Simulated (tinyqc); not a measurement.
## Polarisation charge from two barrier thicknesses

Question. Voff = phiB - dEc - q sigma d/(eps0 eb). Find sigma, phiB - dEc and the thickness at which Voff = 0.

Constants: q = 1.602176634e-19 C, eps0 = 8.8541878128e-14 F/cm where lengths are in cm. Results are converted to the units shown.

Voff at d = 15 and 28 nm (V): [-5.1019940, -10.126055]
eb = 9.35

Solution. Voff is a straight line in d: its slope is -q sigma/(eps0 eb) and its intercept phiB - dEc.

sigma = 1.997e13 cm^-2
phiB - dEc = 0.6950 V
thickness for Voff = 0 = 1.798 nm

Numbers from tinyqc (`OMP_NUM_THREADS=1 python tinyqc.py 2180042 2180043 out.jsonl`; about 0.01 s on one thread of a shared Intel Xeon 2.30GHz).
